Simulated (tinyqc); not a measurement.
Capacitance of parallel on-chip lines from Laplace's equation on a mesh: one step of the calculation.

Cross-section of an endless row of equal lines between two grounded planes; neighbours are driven in antiphase (+1 V and -1 V), so the plane midway between two lines is at 0 V. By symmetry one quarter is solved: x runs from the centre of a line (column 0, mirror) to that midplane (column 4, 0 V), y from the mid-height of the line (row 0, mirror) to the ground plane (row 4, 0 V). The line fills columns 0 to 2 and rows 0 to 2 at 1 V. Cells beside the line (below row 2) have e2, cells above have e1. Each link between nodes has the conductance g = mean permittivity of the two cells beside it (a cell beyond a mirror counts as 0), and the free nodes obey sum g (V_neighbour - V) = 0.

Problem. Relaxation sweep. One sweep visits the free nodes row by row from row 0, left to right, and replaces V by V + om (weighted mean of the neighbours - V), using new values at once.

Parameters, values chosen for the exercise:
- om = 1 (over-relaxation factor)

V at the start (V):

|  | col 0 | col 1 | col 2 | col 3 | col 4 |
|---|---|---|---|---|---|
| row 0 | 1 | 1 | 1 | 0 | 0 |
| row 1 | 1 | 1 | 1 | 0 | 0 |
| row 2 | 1 | 1 | 1 | 0 | 0 |
| row 3 | 0 | 0 | 0 | 0 | 0 |
| row 4 | 0 | 0 | 0 | 0 | 0 |

gx:

|  | col 0 | col 1 | col 2 | col 3 |
|---|---|---|---|---|
| row 0 | 0.5 | 0.5 | 0.5 | 0.5 |
| row 1 | 1 | 1 | 1 | 1 |
| row 2 | 1.85 | 1.85 | 1.85 | 1.85 |
| row 3 | 2.7 | 2.7 | 2.7 | 2.7 |
| row 4 | 1.35 | 1.35 | 1.35 | 1.35 |

gy:

|  | col 0 | col 1 | col 2 | col 3 | col 4 |
|---|---|---|---|---|---|
| row 0 | 0.5 | 1 | 1 | 1 | 0.5 |
| row 1 | 0.5 | 1 | 1 | 1 | 0.5 |
| row 2 | 1.35 | 2.7 | 2.7 | 2.7 | 1.35 |
| row 3 | 1.35 | 2.7 | 2.7 | 2.7 | 1.35 |

Give: V after sweep 1.

Solution.

V after sweep 1 (V):

|  | col 0 | col 1 | col 2 | col 3 | col 4 |
|---|---|---|---|---|---|
| row 0 | 1.0000 | 1.0000 | 1.0000 | 0.2500 | 0.0000 |
| row 1 | 1.0000 | 1.0000 | 1.0000 | 0.3125 | 0.0000 |
| row 2 | 1.0000 | 1.0000 | 1.0000 | 0.2922 | 0.0000 |
| row 3 | 0.2500 | 0.3125 | 0.3281 | 0.1551 | 0.0000 |
| row 4 | 0.0000 | 0.0000 | 0.0000 | 0.0000 | 0.0000 |

Computed by the program tinyqc: `OMP_NUM_THREADS=1 python tinyqc.py 2790118 2790119 out.jsonl`, one thread of a shared Intel Xeon 2.30GHz, about 1 s for the whole run.
